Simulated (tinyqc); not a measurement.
Effective mass of the heavy-hole band from tabulated energies: one step. Finite differences. Two cases, with inputs chosen for the exercise.

Problem. The band is even in k. m = c k^2/E(k) from the points 1, 2, 4 (k = 0 is point 0); Richardson from points 1 and 2: c/m = [16 E(k1) - E(k2)]/(12 k1^2).

c = hbar^2/2m0. A uniform scatter of up to 0.3 meV has been added to mimic numerical noise.
Constants: hbar^2/2m0 = 3.80998211 eV angstrom^2.

Case 1.

Energies along [110], from the band edge downward:
```
k (1/angstrom)     E (meV)
0.0000000         0.000000
0.0170000         1.928200
0.0340000         8.613600
0.0510000        18.848300
0.0680000        32.908900
0.0850000        49.793500
0.1020000        68.219400
0.1190000        87.252900
0.1360000       107.210000
```

reference mass (curvature of the model at k = 0.0001 1/angstrom) = 0.5000287 m0

Case 2.

Energies along [110], from the band edge downward:
```
k (1/angstrom)     E (meV)
0.0000000         0.000000
0.0180000         2.458900
0.0360000         9.870300
0.0540000        21.533000
0.0720000        37.461200
0.0900000        55.880900
0.1080000        76.312100
0.1260000        97.721600
0.1440000       118.890000
```

reference mass (curvature of the model at k = 0.0001 1/angstrom) = 0.4915934 m0

Give: m from points 1, 2, 4; m by Richardson.

Solution.

Case 1.

m from points 1, 2, 4 (m0): 0.57104  0.51132  0.53534

m by Richardson = 0.59417 m0

Errors against the reference: +14.20, +2.26 and +7.06 % and +18.83 %. The extrapolation does not help: a scatter of 0.3 meV is 16 % of the first energy, and the formula weights that point by 4/3.

Case 2.

m from points 1, 2, 4 (m0): 0.50203  0.50026  0.52724

m by Richardson = 0.50262 m0

Errors against the reference: +2.12, +1.76 and +7.25 % and +2.24 %. The extrapolation does not help: a scatter of 0.3 meV is 12 % of the first energy, and the formula weights that point by 4/3.

Computed by tinyqc, one run a case: `OMP_NUM_THREADS=1 python tinyqc.py N N+1 out.jsonl` with N = 1880690, 1881259; one thread of a shared Intel(R) Xeon(R) Processor @ 2.30GHz, about 0.01 s a run at most.
